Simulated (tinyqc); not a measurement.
Coverage along the feature as the dose grows: atomic layer deposition: Langmuir saturation, growth per cycle and coating of deep features. Computed by tinyqc, a small Python program. Command: `OMP_NUM_THREADS=1 python tinyqc.py 3007529 3007530 out.jsonl ald walk`. One thread of a shared host (Intel(R) Xeon(R) Processor @ 2.30GHz), about 0.01 s of CPU time with the checks.

Precursor A sticks only on free sites, so a long enough pulse saturates; co-reactant B then frees the sites again.

Inputs (values chosen for the exercise, modelled on silicon dioxide from an aminosilane and ozone): precursor mass M = 174 u; site density q = 2.5 1/nm^2; sticking probability beta on free sites = 0.0061; precursor pressure p = 0.57 Pa; temperature T = 250 C; pulse time t = 1.3 s; desorption energy E_d = 1.76 eV; aspect ratio a = 12.

Feature: round hole.

Constants: u = 1.6605390666e-27 kg; k_B = 1.380649e-23 J/K; k_B = 8.617333262e-05 eV/K.

Method:
- Wall flux F = p/sqrt(2 pi M k_B T); rate of filling k_a = beta F/q; desorption k_d = 1e13 exp(-E_d/(k_B T)) per second. 1/m^2 = 1e-18/nm^2.
- Temperatures in kelvin are T(C) + 273.15.
- Diffusion-limited filling (Gordon) of a round hole of diameter w: a saturation front at depth z needs dz/dt = D_K n/(z (4q/w)), with Knudsen D_K = w c/3 and F = n c/4; including the entrance and floor terms, t = (q/F)(1 + 19a/4 + 3a^2/2). Reaction-limited filling needs ln(100)/k_a at any depth, k_a = beta F/q. Flow is molecular. The front picture holds when the modulus a sqrt(beta) is well above 1.
- Depth reached by the given pulse: solve the same formula for a. Exposure = p x diffusion-limited time; 1 langmuir = 1.33322e-4 Pa s.
- Continuum model with steady gas transport: d2n/dz2 = 3 beta (1 - th) n/d_h^2 (d_h the hydraulic diameter, n = 1 at the mouth, no flux at the floor, 60 cells), d th/dt = beta F n (1 - th)/q; no desorption. Times are multiples of the larger of the Gordon time and ln(100)/k_a.

diffusion-limited time = 0.137613 s

time to 99 % without desorption, ln(100)/k_a = 0.379162 s

flux F = 4977.73 1/(nm^2 s)

modulus = 0.937230

Coverage:
```
multiple    t (s)  top cell  quarter depth  half depth  three quarters  floor cell
0.05      0.01896     0.203          0.151       0.114           0.094       0.087
0.10      0.03792     0.366          0.282       0.221           0.185       0.173
0.20      0.07583     0.598          0.495       0.410           0.357       0.338
0.40      0.15166     0.839          0.764       0.691           0.638       0.619
0.60      0.22750     0.936          0.897       0.855           0.822       0.810
0.80      0.30333     0.974          0.957       0.937           0.921       0.915
1.00      0.37916     0.990          0.982       0.974           0.967       0.964
1.30      0.49291     0.997          0.996       0.993           0.991       0.991
```

What does the comparison show, and why?

At a multiple of 0.2 the coverage is 0.60 at the top and 0.34 at the floor. The coverage falls gradually with depth, without a sharp front. In the last row the floor reaches 0.991. Caution: the modulus is not well above 1 or the Gordon time is under three times ln(100)/k_a, so there is no sharp front: the Gordon time is only a lower bound and the reaction time must be met as well.
